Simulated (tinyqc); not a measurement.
Absorption coefficient and reflectance from two thicknesses.

Inverse problem. With transparent contact layers the responsivity is (1 - Rf)(1 - exp(-al wi)) q lam/(h c). The second absorber is twice as thick as the first. Find al and Rf.

Values chosen for this exercise: wavelength lam = 1550 nm.

Constants: q = 1.602176634e-19 C, h = 6.62607015e-34 J s, c = 299792458 m/s. Results are converted to the units shown.

responsivity for wi = 0.46 and 0.92 um (A/W): 0.24585982  0.42264610

Solution. The ratio of the responsivities is 1 + exp(-al w1), which gives al; either value then gives 1 - Rf.

al = 7170 1/cm
Rf = 0.3000

Program tinyqc, `OMP_NUM_THREADS=1 python tinyqc.py 2250008 2250009 out.jsonl`; Intel Xeon 2.30GHz, shared host, one thread, about 0.01 s.
